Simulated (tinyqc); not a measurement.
Luttinger-Kohn k.p, four valence bands, step by step. One step of it, computed by the program tinyqc.

Problem. Bloch Hamiltonian at k. P = c g1 k^2, Q = c g2 (kx^2 + ky^2 - 2 kz^2), R = c sqrt3 [-g2 (kx^2 - ky^2) + 2i g3 kx ky], S = 2 c sqrt3 g3 (kx - i ky) kz, c = hbar^2/2m = 3.809982 eV angstrom^2; rows [P+Q, -S, R, 0], [-S*, P-Q, 0, R], [R*, 0, P-Q, S], [0, R*, S*, P+Q]. The path ends lie at |k| = 0.06 1/angstrom.

Luttinger parameters chosen for this model; energies are counted downward from the top of the valence band:
```
parameter      value  unit
g1         16.630000
g2          5.630000
g3          7.820000
```

k point k (1/angstrom): -0.029000  -0.033000  0.006000

Give: H(k) at k.

Solution.

H(k) at k (eV):
```
                 3/2             1/2             -1/2             -3/2
3/2           0.1644  0.0180-0.0204i   0.0092+0.0988i           0.0000
1/2   0.0180+0.0204i          0.0847           0.0000   0.0092+0.0988i
-1/2  0.0092-0.0988i          0.0000           0.0847  -0.0180+0.0204i
-3/2          0.0000  0.0092-0.0988i  -0.0180-0.0204i           0.1644
```
